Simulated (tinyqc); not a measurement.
Comparisons within one model: round or elliptic silicon nanowire with anisotropic valleys (Ritz method). A value that a table varies takes the place of the one given here.

Wire along x = [110] on a (001) wafer, y = [-110], z = [001]. Valley groups (w = inverse masses): A, two valleys along z: w_y = 1/mt, w_z = 1/ml, m_x = mt; B, four valleys in the wafer plane: w_y = (1/ml + 1/mt)/2, w_z = 1/mt, m_x = (ml + mt)/2.

Hard wall on the ellipse (y/a)^2 + (z/b)^2 = 1, c = hbar^2/2m0. With u = y/a, v = z/b the operator is -c [(w_y/a^2) d2/du2 + (w_z/b^2) d2/dv2] on the unit disc. Basis (1 - u^2 - v^2) u^i v^j; S, X and Y are the disc integrals of f f', (df/du)(df'/du) and (df/dv)(df'/dv), from the integral of u^p v^q = 2 Gamma((p+1)/2) Gamma((q+1)/2)/((p + q + 2) Gamma((p+q+2)/2)) for even p, q; H = c (w_y X/a^2 + w_z Y/b^2).

Converged values use 21 functions of each parity class (e or o in u, then in v).

Constants: hbar^2/2m0 = 3.80998211 eV angstrom^2.

Inputs chosen for the exercise (near those of a Si nanowire; the results hold for these values, not for the real material):
- ml = 0.918 m0 (longitudinal mass)
- mt = 0.193 m0 (transverse mass)
- a = 41 angstrom (semi-axis along y)
- b = 36 angstrom (semi-axis along z)
- asp = (0.4, 0.6, 0.8, 1, 1.3, 1.8, 2.5) (ratios a/b)
- area = 46.4 nm^2 (cross-section, kept fixed)
- hw = 2 (height over mean width)

## Size of the basis

Lowest level of each group with 1, 3, 6 and 21 even functions.

Levels (meV):
```
functions      A      B
1          44.84  67.02
3          42.74  64.36
6          42.72  64.34
21         42.72  64.34
```

How do the results move?

One function errs by 5.0 % for A and 4.2 % for B, six by 0.00011 and 3.4e-05 meV. The error grows with the axis ratio of the stretched ellipse (1.91, 1.46); for a circle it is 6/5.783 - 1 = 3.7 %.

## Flattening the wire at fixed area

a = sqrt(area x ratio/pi), b = a/ratio, 1 nm^2 = 100 angstrom^2; lowest level of each group.

Levels (eV):
```
a/b  a (angstrom)  b (angstrom)       A       B
0.4          24.3          60.8  0.0931  0.0730
0.6          29.8          49.6  0.0663  0.0621
0.8          34.4          43.0  0.0533  0.0602
1.0          38.4          38.4  0.0460  0.0619
1.3          43.8          33.7  0.0400  0.0677
1.8          51.6          28.6  0.0361  0.0810
2.5          60.8          24.3  0.0358  0.1021
```

What can be read from the table?

Each group is lowest where its stretched ellipse is a circle, at a/b = sqrt(w_y/w_z): 2.18 for A and 0.78 for B. The lowest group is B in the first row and A in the last, crossing between a/b = 0.6 and 0.8; B - A is -20 meV in the first row and +66 meV in the last.

## Shape of the cross-section

Equal area, hard walls, lowest level of -c (w_y d2/dy2 + w_z d2/dz2), c = hbar^2/2m0. Rectangle W x H with H/W = hw; ellipse with b/a = hw; trapezoid of height H, base W/0.8 and top 0.6 of the base; isosceles triangle of height H and base 2W. Ellipse, trapezoid and triangle by converged Ritz bases; 1 nm^2 = 100 angstrom^2.

Levels:
```
shape      A (eV)  B (eV)  B - A (meV)
rectangle  0.0884  0.0718        -16.6
ellipse    0.0769  0.0657        -11.2
trapezoid  0.0797  0.0722         -7.5
triangle   0.0543  0.0757         21.4
```

W = 48.2 angstrom
H = 96.3 angstrom

How do the results move?

For group A the order is triangle, ellipse, trapezoid, rectangle, spanning 63 %. For group B the order is ellipse, rectangle, trapezoid, triangle, spanning 15 %. The ellipse lies below the rectangle for both groups, since corners hold little of the wave function. The triangle is lowest for A, whose light mass lies across the width and gains from the wide base. The spacing B - A of the valley groups runs from -17 to 21 meV.

## What each parameter does

Lowest level of groups A and B. Each row changes one parameter from the base and keeps the others.

Results:
```
case             A (eV)  B (eV)  B - A (meV)
base             0.0427  0.0643         21.6
a = 44 angstrom  0.0384  0.0615         23.2
b = 39 angstrom  0.0412  0.0579         16.7
ml = 1.028 m0    0.0416  0.0639         22.3
mt = 0.212 m0    0.0398  0.0589         19.1
```

How do the results move?

The largest shifts from the base row, up to three for each result and ties (the steps differ in size, so this ranks the rows, not the parameters). A (eV): a -0.0043, mt -0.0029, b -0.0015. B (eV): b -0.0064, mt -0.0054, a -0.0028. B - A (meV): b -4.9, mt -2.5, a +1.5.

Run: tinyqc, `OMP_NUM_THREADS=1 python tinyqc.py 1251120 1251121 out.jsonl`; Intel(R) Xeon(R) Processor @ 2.30GHz, one thread, shared host; about 0.06 s of CPU time with all checks.
